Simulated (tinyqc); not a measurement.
Thin film between two gates, subbands and threshold shift from confinement: confinement against the film thickness.

Undoped body with a flat potential across it, hard walls, transport along x. Three valley pairs (g = 2 each) with the longitudinal mass along x, y or z. Non-parabolicity enters the subband edges through E (1 + al E) = gamma, so E = 2 gamma/(1 + sqrt(1 + 4 al gamma)); motion within a subband is taken as parabolic with the band-edge mass. Energies are counted from the bulk band edge.

gamma = C (pi k/(t + dl))^2/mz, C = hbar^2/(2 m0). Each subband has N_k = g sqrt(mx my) m0 kB T/(pi hbar^2); without degeneracy n = exp(EF/Vt) sum N_k exp(-E_k/Vt). Classical value Nc times t, Nc = sum over valleys of 2 g (m m0 kB T/(2 pi hbar^2))^1.5 with m = (mx my mz)^(1/3). Threshold shift dVT = Vt ln(classical value/sum N_k exp(-E_k/Vt)). With degeneracy n = sum N_k F((EF - E_k)/Vt), F(x) = ln(1 + exp(x)); gate: Vg = EF + q n/(Cg P), P = 2 (both faces), summed over the 60 lowest subbands at most, with Vg counted from the value that would put EF at the bulk band edge of an empty body. The last two columns are for Vg = 0.6 V; sensitivity d(dVT)/dt by central differences between 0.99 and 1.01 times the value.

Parameters, values chosen for the exercise; masses close to those of silicon:

| symbol | value | unit | meaning |
|---|---|---|---|
| T | 300 | K | temperature |
| ml | 0.921 | m0 | longitudinal mass |
| mt | 0.189 | m0 | transverse mass |
| al | 0 | 1/eV | non-parabolicity |
| dl | 0 | nm | widening of the box by penetration into the insulator |
| Cg | 2.2 | uF/cm^2 | gate capacitance per area of interface |

Constants: q = 1.602176634e-19 C, kB = 1.380649e-23 J/K, hbar = 1.054571817e-34 J s, m0 = 9.1093837015e-31 kg, Vt = kB T/q, hbar^2/(2 m0) = 0.0380998212 eV nm^2. Results are converted to the units shown.

Result of one run:
```
t (nm),E_1 (meV),gap to the next edge (meV),dVT (mV),sensitivity (mV/nm),n/P (cm^-2),share of the lowest subband (%)
2.7,56.01,168.0,71.23,-32.27,6.393e12,98.35
```

What becomes of these results when the film thickness (along z) t is changed from 2.7 to 3.6 nm, all else the same?

Result of the changed run:
```
t (nm),E_1 (meV),gap to the next edge (meV),dVT (mV),sensitivity (mV/nm),n/P (cm^-2),share of the lowest subband (%)
3.6,31.50,94.51,52.59,-14.11,6.903e12,77.50
```

The whole series:
```
t (nm),E_1 (meV),gap to the next edge (meV),dVT (mV),sensitivity (mV/nm),n/P (cm^-2),share of the lowest subband (%)
2,102.1,306.2,109.6,-89.17,5.842e12,100.0
2.7,56.01,168.0,71.23,-32.27,6.393e12,98.35
3.6,31.50,94.51,52.59,-14.11,6.903e12,77.50
4.7,18.48,55.45,39.45,-10.53,7.391e12,50.96
6.3,10.29,30.86,26.00,-6.269,7.774e12,32.80
8.4,5.786,17.36,16.99,-2.844,8.027e12,22.82
11,3.374,10.12,11.86,-1.368,8.209e12,16.66
15,1.815,5.444,8.129,-0.6369,8.385e12,11.70
20,1.021,3.062,5.845,-0.3280,8.528e12,8.497
```

As t grows from 2 to 20 nm, E_1 falls from 102 to 1.02 meV and dVT falls from 110 to 5.84 mV. E_1 goes as t^(-2.00) at the thin end (-2 for a parabolic band without penetration); a thickness error of 0.2 nm moves the threshold by 18 mV in the first row and 0.066 mV in the last. The charge per interface area rises from 5.84e12 to 8.53e12 cm^-2. For t = 2, 2.7 the body is too thin for bulk effective masses to be reliable. In every row the charge in the last two columns would bend the potential across the body by some 30 mV or more, which is left out.

Program tinyqc, `OMP_NUM_THREADS=1 python tinyqc.py 2350146 2350147 out.jsonl`; Intel Xeon 2.30GHz, shared host, one thread, about 0.1 s.
